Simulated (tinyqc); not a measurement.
Geometry optimisation on the RHF/sto-6g surface (energies and gradients from PySCF), for BeH2, spin multiplicity 1, step by step. One step of it, computed by the program tinyqc.

Question. Step 2: move. Steepest descent, p = -g / 0.15; steps longer than 0.5 bohr are cut back.

positions after step 1 (bohr):
```
            x          y          z
1Be  0.019390  -0.084698   0.020326
2H   0.062002   2.305748   0.046939
3H   0.035771  -2.419471  -0.044588
```

gradient (hartree/bohr):
```
               x            y            z
1Be  -0.00101037  -0.01514242   0.00032829
2H    0.00050331  -0.00872108  -0.00053916
3H    0.00050706   0.02386349   0.00021087
```

Give: positions after step 2.

Answer.

positions after step 2 (bohr):
```
         x       y       z
1Be  0.026   0.016   0.018
2H   0.059   2.364   0.051
3H   0.032  -2.579  -0.046
```
